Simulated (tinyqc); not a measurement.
Line shape against size: Raman line shape of confined optical phonons and breathing modes of small crystals. Computed by tinyqc, a small Python program. Command: `OMP_NUM_THREADS=1 python tinyqc.py 3007036 3007037 out.jsonl confine walk`. One thread of a shared host (Intel(R) Xeon(R) Processor @ 2.30GHz), about 0.03 s of CPU time with the checks.

Confinement in 1 direction(s) lets phonons with q away from zero scatter light. q is in units of 2 pi/a, from 0 to 1, and the branch is isotropic: omega(q)^2 = (omega_0^2 + omega_X^2)/2 + ((omega_0^2 - omega_X^2)/2) cos(pi q). The model and its constant beta are phenomenological; beta = 8 is the common choice.

Inputs (values chosen for the exercise, modelled on silicon): bulk frequency omega_0 = 520.9 1/cm; frequency at the zone boundary omega_X = 422 1/cm; natural width Gamma_0 = 3.3 1/cm; lattice constant a = 5.431 angstrom; size L = 2.8 nm; confinement constant beta = 4.

Shape: film.

Method:
- Weight W(q) = q^0 exp(-(2 L q/a)^2/(2 beta)) dq, that is exp(-k^2 L^2/(2 beta pi^2)) for k = 2 pi q/a.
- Width q_c = a sqrt(2 beta)/(2 L), where the exponential falls to 1/e; curvature of the branch: omega(q) = omega_0 - c q^2, c = pi^2 (omega_0^2 - omega_X^2)/(8 omega_0); for small q_c the mean of q^2 is (number of confined directions) q_c^2/2, and the mean shift is -c times that.
- I(omega) = int W(q) / [(omega - omega(q))^2 + (Gamma_0/2)^2] dq / int W dq x (Gamma_0/2)^2, by 400 Gauss-Legendre points on 0 < q < min(1, 2.5 a sqrt(2 beta)/L).
- The peak is the maximum of I; the width is taken between the half-maximum points, and the asymmetry is the low-side half-width over the high-side one.

mean shift, quadratic estimate = -8.30923 1/cm

Line shape:
```
L (nm)  peak shift (1/cm)  full width (1/cm)  asymmetry  mean shift, quadratic estimate (1/cm)
3                -0.82557              7.025     2.4066                                -7.2383
3.6              -0.78075             6.3679     2.1423                                -5.0266
4.4              -0.72035             5.7026     1.8788                                -3.3649
5.5              -0.64042             5.0571     1.6278                                -2.1535
7                -0.54237             4.4859     1.4105                                -1.3295
10               -0.38898              3.883     1.1877                               -0.65144
15                -0.2317              3.504     1.0555                               -0.28953
25              -0.098992             3.3364      1.006                               -0.10423
```

The peak shift falls with exponent -0.31 at the small end and -1.66 at the large end. For still larger L it tends to the mean shift, which goes as 1/L^2; the ratio is 0.11 in the first row and 0.95 in the last. The width exceeds Gamma_0 by over 10 % for L up to 10 nm. In a film the weight is largest at q = 0, so the peak hardly moves and a tail grows instead. Caution: below about 3 nm surface bonds and discrete modes make the bulk branch a poor guide.

Extremes, crossings and ranges named in words are read from the listed rows.
